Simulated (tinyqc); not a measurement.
# Semiconductor laser, carrier and photon rate equations: effects of single changes

Carrier density N and photon density S in one mode: dN/dt = F1 = eta I/(q V) - (A N + B N^2 + C N^3) - vg g S; dS/dt = F2 = G vg g S + G be B N^2 - S/tp, with g = g0 ln(N/Ntr)/(1 + ec S). Output power P = Fo Eph S V/(G tp). No heating, no carrier transport.

Values chosen for this exercise: active volume V = 5.4e-11 cm^3; confinement factor G = 0.097; group velocity vg = 8.15e9 cm/s; gain coefficient g0 = 2200 1/cm; transparency density Ntr = 2e18 cm^-3; gain compression ec = 2.7e-17 cm^3; photon lifetime tp = 3.6 ps; defect recombination coefficient A = 3.6e7 1/s; radiative coefficient B = 1.4e-10 cm^3/s; Auger coefficient C = 4.3e-30 cm^6/s; share of spontaneous emission into the mode be = 0.00013; injection efficiency eta = 0.8; share of cavity losses that is output Fo = 0.57; photon energy Eph = 1.27 eV; drive current I = 37 mA.

Constants: q = 1.602176634e-19 C. Results are converted to the units shown.

Each table varies one quantity; the others keep the values above.

## Effect of the photon lifetime on threshold and bandwidth

gth = 1/(G vg tp), Nth = Ntr exp(gth/g0), Ith = q V (A Nth + B Nth^2 + C Nth^3)/eta. N and S are the steady state (F1 = F2 = 0, S > 0). Jacobian, with a = g0/(N (1 + ec S)) and d = g/(1 + ec S): J11 = -(A + 2 B N + 3 C N^2) - vg a S, J12 = -vg d, J21 = G vg a S + 2 G be B N, J22 = G vg d - 1/tp. wR^2 = det J, gamma = -trace J, fR = wR/(2 pi); the response wR^2/(wR^2 - w^2 + i gamma w) falls to 1/sqrt(2) at w^2 = x + sqrt(x^2 + wR^4), x = wR^2 - gamma^2/2 (f3dB = w/(2 pi)).

Result of one run:
```
tp (ps),Ith (mA),P (mW),fR (GHz),gamma (1/ns),f3dB (GHz)
14,7.807,16.87,7.192,35.63,9.924
```

What becomes of these results when the photon lifetime tp is changed from 14 to 5.1 ps, all else the same?

Result of the changed run:
```
tp (ps),Ith (mA),P (mW),fR (GHz),gamma (1/ns),f3dB (GHz)
5.1,8.981,16.19,7.007,17.14,10.59
```

The whole series:
```
tp (ps),Ith (mA),P (mW),fR (GHz),gamma (1/ns),f3dB (GHz)
1.8,13.51,13.55,5.857,8.981,9.004
2.5,11.32,14.83,6.387,10.96,9.792
3.6,9.850,15.68,6.773,13.69,10.33
5.1,8.981,16.19,7.007,17.14,10.59
7.2,8.421,16.51,7.141,21.75,10.63
10,8.061,16.72,7.198,27.64,10.44
14,7.807,16.87,7.192,35.63,9.924
```

As tp goes from 1.8 to 14 ps, Ith falls from 13.5 to 7.81 mA, fR goes from 5.86 through a maximum of 7.20 (at tp = 10 ps among the rows listed) to 7.19 GHz, gamma rises from 8.98 to 35.6 1/ns and f3dB goes from 9.00 through a maximum of 10.6 (at tp = 7.2 ps among the rows listed) to 9.92 GHz.

## Modulation bandwidth against current

Same model as above.

The same in every row: Ith (mA) = 9.8497.

Results:
```
I (mA),P (mW),fR (GHz),gamma (1/ns),f3dB (GHz)
13,1.8208,2.3364,2.3925,3.6131
19,5.2857,3.9680,5.2222,6.1175
28,10.484,5.5630,9.4846,8.5309
42,18.569,7.3527,15.993,11.181
91,46.868,11.408,37.528,16.858
130,69.392,13.629,53.379,19.703
200,109.82,16.611,79.299,23.128
300,167.56,19.658,111.51,26.040
```

Estimate the missing row, I = 62 mA.

Computed row:
```
I (mA),P (mW),fR (GHz),gamma (1/ns),f3dB (GHz)
62,30.120,9.2732,25.012,13.936
```

With this row back in the table: As I goes from 13 to 300 mA, fR rises from 2.34 to 19.7 GHz, gamma rises from 2.39 to 112 1/ns and f3dB rises from 3.61 to 26.0 GHz. Against I - Ith, fR goes with exponent 0.50 at the start and 0.40 at the end (1/2 without compression). The slope of gamma against fR^2 between the third and fourth rows, the K factor, is 0.282 ns. For I = 130 to 300 mA the current exceeds 12 Ith, where heating, left out here, usually rolls the output over.

## Effect of the gain coefficient on threshold and bandwidth

Same model as above.

Results:
```
g0 (1/cm),Ith (mA),P (mW),fR (GHz),gamma (1/ns),f3dB (GHz)
1500,11.411,14.752,5.2312,10.750,7.9738
1900,10.351,15.383,6.1580,12.458,9.3921
3100,8.9920,16.192,8.3590,17.263,12.739
4000,8.5538,16.453,9.6929,20.769,14.750
5100,8.2426,16.638,11.110,25.019,16.869
6600,7.9943,16.786,12.794,30.787,19.361
```

Estimate the missing row, g0 = 2400 1/cm.

Computed row:
```
g0 (1/cm),Ith (mA),P (mW),fR (GHz),gamma (1/ns),f3dB (GHz)
2400,9.5951,15.833,7.1554,14.492,10.913
```

With this row back in the table: As g0 goes from 1500 to 6600 1/cm, Ith falls from 11.4 to 7.99 mA, fR rises from 5.23 to 12.8 GHz, gamma rises from 10.8 to 30.8 1/ns and f3dB rises from 7.97 to 19.4 GHz.

Program tinyqc, `OMP_NUM_THREADS=1 python tinyqc.py 2840017 2840018 out.jsonl`; Intel Xeon 2.30GHz, shared host, one thread, about 0.01 s.
